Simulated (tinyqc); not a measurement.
MOSFET in saturation, small-signal circuit and noise: one step of the calculation.

Bias by the inversion coefficient IC = I/Ispec (charge-based model with velocity saturation; weak inversion below 0.1, strong above 10). Common-source circuit: gm, gds, Cgs, Cgd and Cj at the inner nodes, Rg in series with the gate; quasi-static, no source or drain resistance, no gate-body capacitance, no substrate network, no induced gate noise, so fmax is an upper estimate.

Problem. Capacitances, gate resistance and cut-off frequencies. qs = [sqrt(1 + 4 IC) - 1]/2, Cgs = Cox W L qs (2 qs + 3)/(3 (qs + 1)^2) + Cov W, Cgd = Cov W, Cd = Cj W, Rg = Rsh (Wf/L)/(12 Nf) + Rc/W with Nf = W/Wf fingers (not rounded) contacted at both ends. fT = gm/(2 pi (Cgs + Cgd)), fmax = fT/(2 sqrt(Rg (gds + 2 pi fT Cgd))).

Inputs (values chosen for the exercise):
```
symbol,value,unit,meaning
L,90,nm,gate length
W,80,um,total gate width
Cox,1.56,uF/cm^2,gate capacitance
Cov,0.43,fF/um,overlap and fringe capacitance per side
Cj,0.65,fF/um,drain junction capacitance
Rsh,20,ohm,sheet resistance of the gate
Wf,0.5,um,finger width
Rc,50,ohm um,gate contact and vertical resistance
IC,0.47,,inversion coefficient
```

gm = 5.0161632 mS
gds = 0.19061420 mS

Find: Cgs; Cgd; Cd; Rg; fT; fmax.

Solution.

Cgs = 60.928 fF
Cgd = 34.400 fF
Cd = 52.000 fF
Rg = 0.68287 ohm
fT = 8.3747 GHz
fmax = 113.29 GHz

Overlap and fringe make up 72.2 % of the gate capacitance; fmax is 13.5 times fT.

Program tinyqc, `OMP_NUM_THREADS=1 python tinyqc.py 2150024 2150025 out.jsonl`; Intel Xeon 2.30GHz, shared host, one thread, about 0.01 s.
